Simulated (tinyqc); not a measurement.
Input admittance of a MOSFET at zero drain bias: distributed channel and distributed gate: input impedance against frequency.

Source and drain grounded, strong inversion, w = 2 pi f, Cox = eps0 eox/tox. The channel is an RC line of resistance 1/(mu Cox Vo) per square fed from both ends, so one finger has the intrinsic admittance y = i w Cox L tanh(g)/g per width, g = (1/2) sqrt(i w tau), tau = L^2/(mu Vo). The vertical resistance rv/L is in series with y, the overlaps 2 i w Cov in parallel: y_t = 1/(1/y + rv/L) + 2 i w Cov. The gate strip is a line of Rsh/L per length loaded by y_t, so a finger has Y = y_t Wf tanh(k)/k, k = (Wf/sd) sqrt(y_t Rsh/L); the device has Nf Y.

Low-frequency limits, with c = Cox L and ct = c + 2 Cov: R_strip = Rsh Wf/(3 sd^2 L Nf), R_ch = (c/ct)^2 L/(12 mu Cox Vo Wf Nf), R_vert = (c/ct)^2 rv/(L Wf Nf), C = ct Wf Nf. Z = 1/(Nf Y) = R + 1/(i w C), Q = |Im Z|/R, far-point signal |1/cosh k|.

Values chosen for this exercise; values of the order met in silicon radio-frequency transistors:

| symbol | value | unit | meaning |
|---|---|---|---|
| eox | 8.9 |  | relative permittivity of the gate insulator (close to aluminium oxide) |
| tox | 10 | nm | insulator thickness |
| L | 0.95 | um | channel length |
| Wf | 1.8 | um | finger width |
| Nf | 1 |  | number of fingers |
| mu | 370 | cm^2/(V s) | channel mobility |
| Vo | 0.49 | V | gate overdrive |
| Rsh | 5.5 | ohm/square | sheet resistance of the gate |
| rv | 12 | ohm um^2 | vertical resistivity of the gate stack |
| sd | 1 |  | number of ends at which a finger is contacted |
| Cov | 0.25 | fF/um | overlap and fringe capacitance on each side |

Constants: eps0 = 8.8541878128e-14 F/cm where lengths are in cm. Results are converted to the units shown.

The same in every row: low-frequency R (ohm) = 280.15.

Results:
```
f (GHz),w tau,|k|,R (ohm),C (fF),Q,signal at the far point
0.09,0.028150,0.0092039,280.15,14.375,439.12,1.0000
0.3,0.093832,0.016804,280.14,14.375,131.74,1.0000
0.7,0.21894,0.025666,280.14,14.374,56.464,0.99999
5,1.5639,0.068196,279.75,14.315,7.9488,0.99971
10,3.1277,0.094829,278.56,14.138,4.0413,0.99893
40,12.511,0.15617,257.47,11.580,1.3345,0.99276
100,31.277,0.19009,190.93,7.2616,1.1479,0.98831
300,93.832,0.25806,93.904,4.1538,1.3601,0.98083
```

Estimate the missing row, f = 2 GHz.

Computed row:
```
f (GHz),w tau,|k|,R (ohm),C (fF),Q,signal at the far point
2,0.62555,0.043346,280.08,14.365,19.778,0.99995
```

With this row back in the table: R falls from 280 to 93.9 ohm and C falls from 14.4 to 4.15 fF. Q goes as f^(-1.00) between the first two rows and f^(0.15) between the last two, where w tau = 93.8 and |k| = 0.258. The low-frequency limits hold both R and C within 5 % up to f = 10 GHz among the rows.

Numbers from tinyqc (`OMP_NUM_THREADS=1 python tinyqc.py 2262069 2262070 out.jsonl`; about 0.01 s on one thread of a shared Intel Xeon 2.30GHz).
